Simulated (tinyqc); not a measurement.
When the interface binds a state: heterojunction of two tight-binding chains.

Left chain: hopping -t1, sites at 2 t1 (band bottom 0). Right chain: hopping -t2, sites at dE + 2 t2 (bottom dE). t = c/(m a^2), c = hbar^2/2m0. The bond across the interface is -tc with tc = f sqrt(t1 t2), and the last left site has the extra energy U. In a chain E = bottom + 2t (1 - cos(ka)); the surface Green function of a half chain is g = -exp(ika)/t, with Im k > 0 where cos(ka) > 1.

Constants: hbar^2/2m0 = 3.80998211 eV angstrom^2.

Values chosen for the exercise (masses and offset of the size met at InAs / GaSb; not measured data): a = 2.8 angstrom (site spacing); m1 = 0.025 m0 (mass on the left); m2 = 0.044 m0 (mass on the right); dE = 0.84 eV (band offset); f = 0.99 (factor on the interface hopping).

A state below both bands solves E - 2 t1 - U - S1(E) - S2(E) = 0 for E < 0, with S1 = -t1 z1, S2 = -(tc^2/t2) z2 and |z| < 1 the decaying root of z + 1/z = 2 - (E - bottom)/t. Decay lengths -a/ln|z|. The threshold is the U that solves the equation at E = 0. A dash: no bound state.

Interface state:
```
U (eV)   E (eV)  decay left (angstrom)  decay right (angstrom)
-1.49         -                      -                       -
-2.98         -                      -                       -
-4.47         -                      -                       -
-5.46   -0.0110                  117.7                    10.1
-6.46   -0.0822                   43.1                     9.7
-7.95   -0.2664                   23.9                     8.9
-9.93   -0.6133                   15.8                     7.8
-14.90  -1.8988                    9.0                     5.7
```

threshold U = -4.9662 eV

How do the results move, and what explains it?

The step and the weakened interface bond push the state out, so an attraction must exceed 4.9662 eV to bind; 5 of the 8 rows are bound. At U = -14.9 eV the state decays over 9.0 angstrom to the left and 5.7 to the right, where the band lies higher.

tinyqc: `OMP_NUM_THREADS=1 python tinyqc.py 1481711 1481712 out.jsonl`; about 0.01 s, one thread, shared Intel(R) Xeon(R) Processor @ 2.30GHz.
